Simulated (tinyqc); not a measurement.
Gain against bias and Miller's formula: avalanche multiplication and breakdown of a junction from ionisation integrals. Computed by tinyqc, a small Python program. Command: `OMP_NUM_THREADS=1 python tinyqc.py 3005276 3005277 out.jsonl impact walk`. One thread of a shared host (Intel(R) Xeon(R) Processor @ 2.30GHz), about 0.01 s of CPU time with the checks.

Ionisation coefficients follow the local field. Position x runs through the depletion layer from the p side (x = 0), where electrons enter, to the n side (x = w), where holes enter. The built-in voltage is neglected.

Inputs (values chosen for the exercise, modelled on silicon):
```
quantity,value,unit
electron prefactor a_n,729000,1/cm
electron field b_n,1.21e+06,V/cm
hole prefactor a_p,1.47e+06,1/cm
hole field b_p,2.08e+06,V/cm
exponent c,1,-
permittivity eps,11.7,-
doping N of the lightly doped side,2.5e+16,1/cm^3
layer width W,0.11,micrometre
```

Junction: punch-through p+ n- n+.

Constants: e = 1.602176634e-19 C; eps_0 = 8.8541878128e-12 F/m.

Method:
- alpha_n = a_n exp(-(b_n/F)^c), alpha_p = a_p exp(-(b_p/F)^c).
- Field F = F_m - e N x/(eps eps_0) over the layer, w = W, V = F_m W - e N W^2/(2 eps eps_0); valid while F > 0 at x = W.
- With Phi(x) = int_0^x (alpha_n - alpha_p) dx': 1 - 1/M_n = I_n = int_0^w alpha_n exp(-Phi) dx and M_p = M_n exp(-Phi(w)); trapezoid rule on 401 even points; breakdown at I_n = 1.
- Solve I_n(F_m) = 1.
- Miller's exponent n is defined by 1 - 1/M = (V/V_B)^n for the larger M.

breakdown voltage = 7.37291 V

critical field F_m = 0.691530 MV/cm

Gain:
```
V/V_B,V (V),F_m (MV/cm),M_n,M_p,Miller exponent n
0.50,3.6865,0.35640,1.248,1.038,2.3296
0.60,4.4237,0.42342,1.521,1.122,2.0984
0.70,5.1610,0.49045,1.997,1.318,1.9476
0.80,5.8983,0.55748,2.956,1.784,1.8504
0.90,6.6356,0.62450,5.820,3.311,1.7893
0.95,7.0043,0.65802,11.532,6.444,1.7685
0.98,7.2255,0.67813,28.651,15.900,1.7585
0.99,7.2992,0.68483,57.178,31.677,1.7556
```

What does the comparison show, and why?

The larger gain passes 2 between 0.700 and 0.800 of V_B and reaches 57.2 at 0.99. Miller's exponent runs from 1.8 to 2.3, so it is not a constant: a fit holds over a narrow range only. From the first row to the last the voltage grows by a factor 1.98 and the peak field by 1.92. Caution: in a layer this thin the dead space before a carrier can ionise, and tunnelling, make the local model unreliable.

Extremes, crossings and ranges named in words are read from the listed rows.
